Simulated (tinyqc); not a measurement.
MOS inversion layer, Poisson-Schroedinger loop: one step of the calculation.

Electrons confined at an insulator interface at z = 0, treated as a hard wall; parabolic valleys, Hartree approximation, no image or exchange terms. The depletion charge lies far deeper than the electrons and gives a uniform field q Nd/(eps0 eps_r); the gate balances all charge. Energies are counted from the band edge at the interface.

Question. Density, output potential and mixing. n_i = sum_k N_k |psi_k|^2 (converted to cm^-3). Hartree part by Gauss: on the interval before node i the electrons still beyond are S_i = Ns - hz sum_(j<i) n_j, and U_i = U_(i-1) + q S_i hz/(eps0 eps_r) in eV, U_0 = 0 at the interface. Mixing: U(new) = U + a (U(out) - U).

Values chosen for this exercise; masses and permittivity close to those of 4H silicon carbide (0001):
```
symbol   value   unit                     meaning
eps_r     9.63              relative permittivity
Ns      1.3e12  cm^-2  sheet density of electrons
a          0.5                      mixing factor
```

Constants: q = 1.602176634e-19 C, eps0 = 8.8541878128e-14 F/cm where lengths are in cm. Results are converted to the units shown.

```
node,z (nm),self-consistent potential U at the start (eV),|psi|^2 of A1 (1/nm),|psi|^2 of A2 (1/nm)
1,1.9,0,0.06288417,0.05737903
2,3.8,0,0.14714811,0.06778876
3,5.7,0,0.14984589,0.00610330
4,7.6,0,0.09711266,0.02391478
5,9.5,0,0.04582880,0.09485281
6,11.4,0,0.01686313,0.11843059
7,13.3,0,0.00504356,0.08712817
8,15.2,0,0.00126116,0.04515862
9,17.1,0,0.00026912,0.01791963
10,19,0,0.00004978,0.00571288
11,20.9,0,0.00000808,0.00151033
12,22.8,0,0.00000116,0.00033864
13,24.7,0,0.00000015,0.00006547
14,26.6,0,0.00000002,0.00001102
15,28.5,0,0.00000000,0.00000160
16,30.4,0,0.00000000,0.00000017
```

N_k (cm^-2): A1 8.2089193e11, A2 4.7910807e11

Give: n; U(out); U after round 1.

Answer.

```
node,n (1e18 cm^-3),U(out) (eV),U after round 1 (eV)
1,0.791,0.0464,0.02321
2,1.533,0.0875,0.04373
3,1.259,0.1181,0.05905
4,0.912,0.1402,0.07011
5,0.831,0.1561,0.07807
6,0.706,0.1664,0.08321
7,0.459,0.1719,0.08596
8,0.227,0.1743,0.08715
9,0.088,0.1752,0.08758
10,0.028,0.1754,0.08770
11,0.007,0.1755,0.08774
12,0.002,0.1755,0.08774
13,0.000,0.1755,0.08774
14,0.000,0.1755,0.08774
15,0.000,0.1755,0.08774
16,0.000,0.1755,0.08774
```

tinyqc, about 0.5 s, one thread, Intel Xeon 2.30GHz (shared host): `OMP_NUM_THREADS=1 python tinyqc.py 2160059 2160060 out.jsonl`
